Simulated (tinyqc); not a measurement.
Ballistic conductance of a hard-wall wire of rectangular section by counting modes: conductance against Fermi energy.

Subband edges E_(a,b) = (C pi^2/m) [(a/W)^2 + (b/Hh)^2], a, b = 1, 2, ...; C = hbar^2/(2 m0). Every mode transmits fully; spin gives the factor 2 in 2 q^2/h, valleys the factor gv.

G = (2 q^2/h) gv M; at zero temperature M counts the edges below Ef, at T it is the sum of degeneracy times f. The smooth (Sharvin) count is kF^2 A/(4 pi), kF = sqrt(m Ef/C), A = W Hh, perimeter p = 2 (W + Hh), and with the boundary term kF^2 A/(4 pi) - kF p/(4 pi). f = 1/(1 + exp((E_n - Ef)/Vt)).

Values chosen for this exercise: temperature T = 300 K; mass m = 0.27 m0; valleys gv = 1; width W = 14 nm; height Hh = 14 nm.

Constants: q = 1.602176634e-19 C, kB = 1.380649e-23 J/K, hbar = 1.054571817e-34 J s, h = 6.62607015e-34 J s, m0 = 9.1093837015e-31 kg, Vt = kB T/q, hbar^2/(2 m0) = 0.0380998212 eV nm^2. Results are converted to the units shown.

Conductance against Fermi energy:
```
Ef (eV)  M at T = 0  M at T  smooth count  with boundary term  G (uS)
0.008             0   1.371        0.8843             -0.1768   106.2
0.013             0   1.577         1.437             0.08431   122.2
0.019             1   1.851         2.100              0.4649   143.4
0.024             1   2.101         2.653              0.8149   162.8
0.029             1   2.372         3.205               1.185   183.8
0.035             1   2.721         3.869               1.649   210.8
0.04              3   3.032         4.421               2.049   234.9
0.046             3   3.427         5.084               2.540   265.5
0.051             3   3.773         5.637               2.958   292.3
0.057             4   4.206         6.300               3.468   325.9
0.062             4   4.582         6.853               3.899   355.0
```

The integer count climbs from 0 to 4; the smooth count goes as Ef^(1.00). In the last row M at T is 33 % below the smooth count and 18 % above the count with the boundary term: hard walls push the wave away from the edge and cost modes. The largest gap between M at T and the integer count is 1.7.

Program tinyqc, `OMP_NUM_THREADS=1 python tinyqc.py 2740116 2740117 out.jsonl`; Intel Xeon 2.30GHz, shared host, one thread, about 0.6 s.
